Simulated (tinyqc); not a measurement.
Position of the spike: inter-valley coupling by envelope functions against a chain of atomic planes.

Chain: E(phi) = e0 + 2 v cos(phi) + 2 u cos(2 phi), cos(phi0) = -v/(4u), e0 = 2u + v^2/(4u); plane j = 0, 1, ... has the potential V_j = dE x_j + F (j - 30) a/4 (1 MV/m = 1e-4 V/angstrom). There are 30 barrier planes a side; with y = j - 29.5, x_j = xb (f(y) + f(Nw - y)), f(y) = 1/(1 + exp(y/L)), plus any Ge added in the well. The valley splitting is the spacing of the two lowest levels. Envelope theory: F_j solves a one-valley chain with hopping -b and diagonal 2b + V_j, b = 4u sin^2(phi0), sum F_j^2 = 1; the valleys couple by Dv = sum_j F_j^2 V_j exp(-2 i phi0 j) and split by 2|Dv|.

Parameters, chosen for this exercise (near those of the Delta valleys of silicon in a SiGe well; not measured data): a = 5.431 angstrom (lattice constant; planes lie a/4 apart); u = 0.612 eV (second-neighbour hopping); v = 0.507 eV (nearest hopping); Nw = 42 (planes in the well); L = 1.5 planes (interface width); xb = 0.27 (Ge fraction of the barriers); dE = 0.59 eV (offset per unit Ge fraction); F = 2 MV/m (field); xs = 0.12 (Ge fraction added on that plane).

The spike is moved through the well; position counted from the first well plane, j - 30.

Against position:
```
j - 30  F_j^2, smooth  mean of the doublet (meV)  splitting, chain (micro-eV)  envelope  first order
2             0.00650                      16.23                          734       721          920
5             0.01418                      16.64                         1541      1512         2008
8             0.02343                      17.14                         2542      2498         3318
13            0.03694                      18.00                         4259      4222         5231
17            0.04225                      18.44                         5142      5115         5982
21            0.04127                      18.39                         5040      5015         5844
27            0.03026                      17.57                         3410      3375         4285
34            0.01252                      16.54                         1342      1316         1772
40            0.00244                      16.01                          282       278          346
```

What can be read from this table?

The splitting is largest at plane 17 among these rows (5142 micro-eV), and the smooth envelope peaks at plane 18, counting all planes; without a spike it is 0.048. Where the splitting exceeds 20 micro-eV the envelope theory lies within 1.9 % of the chain and first order within 32 %.

Run: tinyqc, `OMP_NUM_THREADS=1 python tinyqc.py 1480837 1480838 out.jsonl`; Intel(R) Xeon(R) Processor @ 2.30GHz, one thread, shared host; about 0.1 s of CPU time with all checks.
